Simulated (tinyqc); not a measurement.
Mean-field antiferromagnet of the Hubbard model on the square lattice: sweeps and comparisons. A value that a table varies takes the place of the one given here.

e(k) = -2 t (cx + cy) - 4 t2 cx cy, ci = cos ki; one electron a site; Q = (pi, pi). <n_up - n_dn> = m cos(Q.R) gives Delta = U m/2 and bands E = e+ -/+ sqrt(e-^2 + Delta^2), e+- = (e(k) +- e(k + Q))/2 (the constant U/2 is dropped). Means run over the mesh k_i = 2 pi (j + 1/2)/N of the whole zone: mu from mean(f(E-) + f(E+)) = 1; m(out) = mean of Delta (f(E-) - f(E+))/sqrt(e-^2 + Delta^2); free energy per site F = -kT mean[ln(1 + exp(-(E- - mu)/kT)) + ln(1 + exp(-(E+ - mu)/kT))] + mu + U m^2/4. Order at T > 0 in two dimensions is an artefact of mean field.

Constants: kB = 8.617333262e-05 eV/K.

Values chosen for the exercise:
```
symbol  value  unit  meaning
t       0.85   eV    nearest hopping
t2      -0.08  eV    second hopping
T       300    K
U       6.45   eV    on-site repulsion
```

## From weak to strong coupling

Mesh N = 48, start m = 0.9, at most 400 steps; U takes the listed multiples of t. The gap (negative: overlap) is read for that Delta on the unshifted mesh N = 64, which holds the band extrema.

Results:
```
U/t       m  Delta (eV)  gap (eV)  F - F(0) (meV)  J = 4 t^2/U (meV)
1.5   0.158       0.101    -0.119           -0.11               2267
2.0   0.376       0.320     0.319          -10.14               1700
3.0   0.566       0.722     1.123          -59.21               1133
4.0   0.691       1.174     2.028         -144.58                850
5.0   0.772       1.641     2.963         -259.28                680
6.0   0.827       2.110     3.900         -395.90                567
8.0   0.893       3.035     5.751         -713.10                425
12.0  0.948       4.836     9.353        -1441.20                283
20.0  0.981       8.335    16.349        -3035.03                170
```

Every row has a moment above 0.02; an indirect gap is open from U/t = 2 on. With t2/t = -0.09 nesting is spoilt, so order needs a finite U. At U/t = 20 m has reached 0.981 and the gap is 0.96 U. Mean field leaves out spin fluctuations, which lower m (at large U to about 0.6 on the square and 0.85 on the simple cubic lattice) and the ordering temperature, which is zero in two dimensions.

## Order against temperature

Mesh N = 48, start m = 0.9, at most 400 steps; Delta(50 K) = 2.8463 eV.

Results:
```
T (K)  kT/Delta(50 K)      m  Delta (eV)
1650            0.050  0.883      2.8463
4950            0.150  0.881      2.8409
8260            0.250  0.852      2.7468
11560           0.350  0.753      2.4278
13870           0.420  0.614      1.9789
15850           0.480  0.398      1.2828
17840           0.540  0.000      0.0000
19820           0.600  0.000      0.0000
23120           0.700  0.000      0.0000
```

The moment is below 0.02 from 17840 K on (kT/Delta = 0.54); close to the transition 400 steps may not suffice, so a small m in the row before can be unconverged. Weak-coupling theory puts the transition at 0.567 and the atomic limit at 0.5. In two dimensions fluctuations forbid long-range order at any finite T, which mean field misses.

## Mesh

Start m = 0.9, at most 400 steps.

Results:
```
N        m  Delta (eV)
4   0.8818      2.8439
6   0.8825      2.8462
8   0.8826      2.8464
12  0.8826      2.8463
16  0.8826      2.8463
24  0.8826      2.8463
48  0.8826      2.8463
```

m spans 0.8818 to 0.8826; it stays within 0.002 of the last value from N = 4 on. The level spacing across the Fermi surface, about 4 pi t/N, should fall below the larger of Delta = 2.846 eV and kT, a rough rule that asks for N above about 3.8.

## What moves the order

Mesh N = 48, start m = 0.9; the gap (negative: overlap) is read for that Delta on the unshifted mesh N = 64. Each row changes one parameter from the base and keeps the others.

Results:
```
case                 m  Delta (eV)  gap (eV)
base            0.8826      2.8463    5.3727
U = 7.095 eV    0.9004      3.1940    6.0681
t = 0.935 eV    0.8622      2.7807    5.2414
t2 = -0.122 eV  0.8826      2.8463    5.2047
T = 900 K       0.8826      2.8463    5.3727
```

The largest shifts from the base row, up to three for each result and ties (the steps differ in size, so this ranks the rows, not the parameters). m: t -0.0204, U +0.0178; unchanged at the printed digits by t2 and T. Delta (eV): U +0.3477, t -0.0657; unchanged at the printed digits by t2 and T. gap (eV): U +0.6954, t2 -0.1680, t -0.1313; unchanged at the printed digits by T.

Computed by tinyqc, a small Python program: `OMP_NUM_THREADS=1 python tinyqc.py 1650763 1650764 out.jsonl` (the numbers bound the seed that draws the inputs); one thread of a shared host (Intel(R) Xeon(R) Processor @ 2.30GHz), about 0.2 s for the whole set of steps.
